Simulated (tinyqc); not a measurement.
# Material parameters from the melting point of the curve

Problem. In a hemispherical model of a phase-change cell the resistance is rho/(2 pi r0), and melting starts where I^2 rho b^2/(32 pi^2 ka r0^2) = Tm - T0. Find rho and ka.

Inputs (values chosen for the exercise):
- T0 = 300 K (ambient temperature)
- Tm = 882 K (melting point)
- r0 = 19 nm (radius of the heater contact)

resistance = 0.35181619 kohm
melting current = 749.03737 uA
b = 1.8534964

Answer. The resistance gives rho, and the melting current then gives ka.

rho = 4.200 mohm cm
ka = 1.220 W/(m K)

Numbers from tinyqc (`OMP_NUM_THREADS=1 python tinyqc.py 2490005 2490006 out.jsonl`; about 0.01 s on one thread of a shared Intel Xeon 2.30GHz).
